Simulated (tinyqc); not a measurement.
## Activation field and prefactor from two times

Problem. Merz's law: tau = t0 exp(Ea d/V). Find Ea and t0.

Parameters, values chosen for the exercise: film thickness d = 10 nm.

tau at V = 1.3 and 1.8 V (ns): 164.96000  43.856225

Answer. ln(tau) is linear in 1/V with slope Ea d.

Ea = 6200 kV/cm
t0 = 1.400 ns

Numbers from tinyqc (`OMP_NUM_THREADS=1 python tinyqc.py 2860139 2860140 out.jsonl`; about 0.01 s on one thread of a shared Intel Xeon 2.30GHz).
